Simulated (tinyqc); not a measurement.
Heat flow across a film from the phonon Boltzmann equation in the relaxation-time approximation. Changing the share f_2 of kappa. Computed by tinyqc, a small Python program. Command: `OMP_NUM_THREADS=1 python tinyqc.py 3028743 3028744 out.jsonl slabbte sweep`. One thread of a shared host (Intel(R) Xeon(R) Processor @ 2.30GHz), about 0.02 s of CPU time with the checks.

Two black walls, hot at x = 0 and cold at x = L, emit phonons isotropically. For one free path Lambda, with tau = x/Lambda, tau_L = L/Lambda and phi = (T - T_cold)/Delta T, energy balance gives phi(tau) = (1/2) [E2(tau) + int_0^tau_L phi(s) E1(|tau - s|) ds]; E_n are the exponential integrals. The flux over the ballistic flux C v Delta T/4 is psi = 1 - 2 int_0^tau_L phi(s) E2(s) ds, and kappa_eff/kappa = (3/4) tau_L psi. kappa = C v Lambda/3 is an input, so at fixed kappa a longer free path means a smaller C v.

Inputs (values chosen for the exercise, modelled on germanium): bulk conductivity kappa = 58.5 W/(m K); film thickness L = 580 nm; wall temperature difference Delta T = 18 K; free path Lambda_1 = 100 nm; free path Lambda_2 = 1400 nm; free path Lambda_3 = 6100 nm; share f_3 of kappa = 0.28.

Free-path groups: three.

Method:
- Cut the film into n equal cells with constant phi, collocated at the centres c_i: the kernel integrates to A_ij = |E2(|c_i - e_j|) - E2(|c_i - e_(j+1)|)|/2 for cell edges e_j, and A_ii = 1 - E2(half a cell); solve (1 - A) phi = E2(c)/2; psi = 1 - 2 sum_j phi_j [E3(e_j) - E3(e_(j+1))].
- Each group is solved on its own with 150 and 300 cells, psi = (4 psi(300) - psi(150))/3, and weighted by its share of kappa (f_1 is what the others leave); exchange of energy between groups inside the film is left out.
- Flux J = kappa_eff Delta T/L; apparent boundary resistance per wall (L/kappa_eff - L/kappa)/2.

One run for each value:
```
share f_2 of kappa  kappa_eff/kappa  apparent resistance per wall (m^2 K/GW)  flux J (GW/m^2)
0.02                         0.5852                                     3.51            1.062
0.12                         0.5279                                     4.43            0.958
0.22                         0.4705                                     5.58            0.854
0.32                         0.4132                                     7.04            0.750
0.42                         0.3558                                     8.97            0.646
0.52                         0.2985                                    11.65            0.542
0.62                         0.2412                                    15.60            0.438
```

What does the table show, and why?

Over the rows, kappa_eff/kappa falls from 0.585 to 0.241 (exponent d ln y / d ln x -0.058 between the first rows and -1.2 between the last); apparent resistance per wall (m^2 K/GW) rises from 3.51 to 15.6 (exponent d ln y / d ln x 0.13 between the first rows and 1.7 between the last); flux J (GW/m^2) falls from 1.06 to 0.438 (exponent d ln y / d ln x -0.058 between the first rows and -1.2 between the last). Moving conductivity from short to long free paths at fixed kappa makes more of it vulnerable to the walls.
